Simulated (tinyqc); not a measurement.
From one set of inputs to another, one input at a time: thermal stress and diffusional relaxation in a metal film: Coble and Nabarro-Herring creep, cooling and holds. Computed by tinyqc, a small Python program. Command: `OMP_NUM_THREADS=1 python tinyqc.py 3013704 3013705 out.jsonl creep ladder`. One thread of a shared host (Intel(R) Xeon(R) Processor @ 2.30GHz), about 0.2 s of CPU time with the checks.

A thin film on a rigid substrate is stress-free at T0. Tension is positive and the film creeps linearly: d sigma/dt = -M (mismatch) dT/dt - sigma/tau.

The inputs printed are set A. Set A is modelled on silver films on silicon; the values taken over come from a set modelled on gold films on silicon. Inputs not listed in the table keep their values of set A, so the rows need not describe a real material.

Inputs (values chosen for the exercise, modelled on silver films on silicon):
```
quantity                           value        unit
biaxial modulus M                    130         GPa
expansion mismatch                  16.3      1e-6/K
atomic volume Omega                   17  angstrom^3
lattice prefactor D0             3.2e-05       m^2/s
lattice energy E                    1.95          eV
boundary prefactor (delta D_b)0  4.5e-15       m^3/s
boundary energy E_b                0.909          eV
grain size d                         0.7          um
stress-free temperature T0           400           C
hold temperature T                   150           C
hold time t                         0.32           h
cooling rate                          30       C/min
yield stress                         250         MPa
```

Constants: k_B = 1.380649e-23 J/K; k_B = 8.617333262e-05 eV/K.

Method:
- Thermoelastic slope = M x mismatch; sigma_0 = slope x (T0 - T).
- Creep rate per stress: Nabarro-Herring 14 D Omega/(k_B T d^2), Coble (14 pi) delta D_b Omega/(k_B T d^3), with D = D0 exp(-E/(k_B T)), delta D_b = (delta D_b)0 exp(-E_b/(k_B T)); 1/tau = M x (sum of both)/2 (biaxial strain rate is half the uniaxial one).
- Temperatures in kelvin are T(C) + 273.15.
- sigma(t) = sigma_0 exp(-t/tau), relaxed part sigma_0 - sigma(t); the grain size where both mechanisms are equal is pi delta D_b/D.
- Cooling from T0 at the constant rate: d sigma/dT = -slope + sigma/(tau(T) x rate), integrated to 25 C (stiff solver, tolerance 1e-9).
- Effective stress-free temperature T_eff = 25 C + sigma/slope.

Each row keeps all changes above it:
```
input moved                                                      from             to  relaxation time tau (h)  stress at 25 C (MPa)  stress after the hold (MPa)
set A                                                               -              -                   0.1706                 357.2                         81.2
biaxial modulus M (GPa)                                           130            125                   0.1774                 345.0                         83.9
hold time t (h)                                                  0.32          0.011                   0.1774                 345.0                        478.8
grain size d (um)                                                 0.7           0.41                   0.0357                 284.0                        374.2
cooling rate (C/min)                                               30              2                   0.0357                 196.8                        374.2
lattice prefactor D0 (m^2/s) and lattice energy E (eV)  3.2e-05, 1.95  1.1e-05, 1.83                   0.0357                 196.8                        374.2
hold temperature T (C)                                            150            200                   0.0029                 196.8                          8.7
```

Relaxation time tau goes from 0.171 to 0.00286, a factor 0.0168 in all. The largest single move comes from hold temperature T (a factor 0.0802). Stress at 25 C goes from 357 to 197, a factor 0.551 in all. The largest single move comes from cooling rate (a factor 0.693). Stress after the hold goes from 81.2 to 8.72, a factor 0.107 in all. The largest single move comes from hold temperature T (a factor 0.0233), and hold time t works against it (a factor 5.71). The single moves hold for this order of the switches; the total does not depend on the order.

Caution (all rows): the elastic stress exceeds the yield stress, so dislocation glide would cap it first. Caution (all rows): bulk creep laws overstate relaxation in a bonded film, where the substrate constrains boundary diffusion, and dislocation glide is left out. Caution (all rows): bulk creep laws overstate relaxation in a bonded film, and dislocation glide would cap stresses above the yield stress.

Extremes, crossings and ranges named in words are read from the listed rows.
